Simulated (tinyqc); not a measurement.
Inside a calculation. Method: FCI on RHF in the 6-311g basis, for H-, spin multiplicity 1. The basis has no diffuse functions, so it cannot describe the extra electron: this is an exercise in the method, not the real anion. One step of it, computed by the program tinyqc.

Task: FCI: determinants and Hamiltonian. Slater-Condon rules over spin orbitals, with the nuclear repulsion added and E(HF) subtracted on the diagonal.

one-electron integrals over orbitals h = C^T H C (hartree), lower triangle:
```
           1         2         3
1  -0.462958
2  -0.131518  0.000966
3   0.034441  0.148299  1.874628
```

Two-electron integrals over orbitals (pq|rs), unique and non-zero (hartree):
```
(11|11) 0.459245    (21|11) 0.131518    (21|21) 0.102796    (22|11) 0.420424
(22|21) 0.120042    (22|22) 0.396446    (31|11) -0.034441   (31|21) -0.050137
(31|22) -0.050440   (31|31) 0.077965    (32|11) -0.099218   (32|21) -0.084884
(32|22) -0.101309   (32|31) 0.082157    (32|32) 0.106288    (33|11) 0.585452
(33|21) 0.253060    (33|22) 0.554751    (33|31) -0.175866   (33|32) -0.271735
(33|33) 1.026164
```

nuclear repulsion = 0 hartree

Hartree-Fock energy = -0.46667188 hartree

Give: determinants; H - E(HF) between determinants.

Result:

Occupation strings over the orbitals (2 doubly, a alpha, b beta, 0 empty; spin orbitals ordered 1a 1b 2a 2b ...): 200 ab0 a0b ba0 b0a 020 0ab 0ba 002

H - E(HF) between determinants (hartree), lower triangle:
```
         200      ab0      a0b      ba0      b0a      020      0ab     0ba
200   0.0000
ab0   0.0000   0.4251
a0b   0.0000   0.0491   2.4638
ba0   0.0000  -0.1028   0.0501   0.4251
b0a   0.0000   0.0501  -0.0780   0.0491   2.4638
020   0.1028  -0.0115  -0.0849   0.0115   0.0849   0.8650
0ab  -0.0501  -0.0849   0.1215   0.0160  -0.0822   0.0470   2.8970
0ba   0.0501   0.0160  -0.0822  -0.0849   0.1215  -0.0470  -0.1063  2.8970
002   0.0780   0.0822  -0.1414  -0.0822   0.1414   0.1063  -0.1234  0.1234

        002
002  5.2421
```
